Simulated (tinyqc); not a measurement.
Inside a calculation. Method: tight binding, honeycomb lattice. Computed by tinyqc, a small Python program that keeps every step. Settings: t1 = 1.53, t2 = 0.04, phi = -0.68, delta = 1.77, points = 7. Command: `OMP_NUM_THREADS=1 python tinyqc.py 28425 28426 out.jsonl` (the two numbers bound the seeds that draw the settings). One thread of a shared host (Intel(R) Xeon(R) Processor @ 2.60GHz), about 0.01 s of CPU time with the checks.

## Bloch Hamiltonian at k

Parameters chosen for this model:
```
parameter,value,unit
t1,1.530000,"eV, nearest"
t2,0.040000,"eV, second neighbours"
phi,-0.680000,"rad, phase of t2 (Haldane)"
delta,1.770000,"eV, +/- on A and B"
```

k point k (fractions of the reciprocal vectors): -0.400000  -0.140000

H_AB = -t1 (1 + exp(-i k.a1) + exp(-i k.a2)); H_AA = delta - 2 t2 sum cos(k.b + phi), H_BB = -delta - 2 t2 sum cos(k.b - phi), b = a1, a2 - a1, -a2.

H(k) at k (eV):
```
,A,B
A,1.725184,-1.267463-2.078197i
B,-1.267463+2.078197i,-1.696024
```

## Levels at k

Diagonalise the Hermitian matrix.

eigenvalues (eV): -2.960572  2.989732

weights |c|^2 of the basis functions:
```
,band 1,band 2
A,0.212518,0.787482
B,0.787482,0.212518
```

## Bloch Hamiltonian at K

k point K (fractions of the reciprocal vectors): 0.333333  0.666667

As before.

H(k) at K (eV):
```
,A,B
A,1.732617,0.000000
B,0.000000,-1.545999
```

## Levels at K

As before.

eigenvalues (eV): -1.545999  1.732617

weights |c|^2 of the basis functions:
```
,band 1,band 2
A,0.000000,1.000000
B,1.000000,0.000000
```

## Bands along a path

The same steps at evenly spaced points between the labelled ones.

Bands along the path (eV):
```
k,band 1,band 2
G,-5.106069,4.732834
G-K 0.33,-4.359128,4.146914
G-K 0.67,-2.627542,2.701243
K,-1.545999,1.732617
K-M 0.33,-1.760598,1.929604
K-M 0.67,-2.101306,2.239819
M,-2.277410,2.401821
M-K' 0.33,-2.207559,2.346072
M-K' 0.67,-1.968055,2.137060
K',-1.807383,1.994001
```

With 1 band(s) filled, the highest filled level on these points lies at K and the lowest empty one at K: a gap of 3.2786 eV, direct.

## Chern number of the lower band

On a 7 x 7 mesh, the phase of the product of overlaps around each plaquette (k1 then k2); the sum over 2 pi is an integer.

plaquette phases (rad):
```
,1,2,3,4,5,6,7
1,0.000000,-0.018278,-0.052113,-0.045062,0.040142,0.031453,0.013469
2,0.018541,0.002089,-0.036151,-0.131048,-0.080038,0.034112,0.031453
3,0.053723,0.042364,0.007225,-0.109055,-0.266396,-0.080038,0.040142
4,0.055061,0.125498,0.113969,0.012455,-0.109055,-0.131048,-0.045062
5,-0.035372,0.073309,0.214299,0.113969,0.007225,-0.036151,-0.052113
6,-0.034980,-0.035202,0.073309,0.125498,0.042364,0.002089,-0.018278
7,-0.015295,-0.034980,-0.035372,0.055061,0.053723,0.018541,0.000000
```

Chern number = 0.000000
